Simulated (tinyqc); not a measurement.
Junction parameters from two forward currents.

Question. D(v) = J1 (exp(v/Vt) - 1) + J2 (exp(v/(2 Vt)) - 1). Find J1, J2 and the voltage 2 Vt ln(J2/J1) near which both parts are equal.

Inputs (values chosen for the exercise): temperature T = 330 K.

Constants: q = 1.602176634e-19 C, kB = 1.380649e-23 J/K, Vt = kB T/q. Results are converted to the units shown.

junction voltages (V): 0.31  0.67
currents (uA/um): 5.9561243e-7  0.012605207

Solution. The current is linear in J1 and J2, so two points give two equations.

J1 = 7.200e-13 uA/um
J2 = 2.400e-9 uA/um
crossover = 0.4613 V

tinyqc, about 0.2 s, one thread, Intel Xeon 2.30GHz (shared host): `OMP_NUM_THREADS=1 python tinyqc.py 2182137 2182138 out.jsonl`
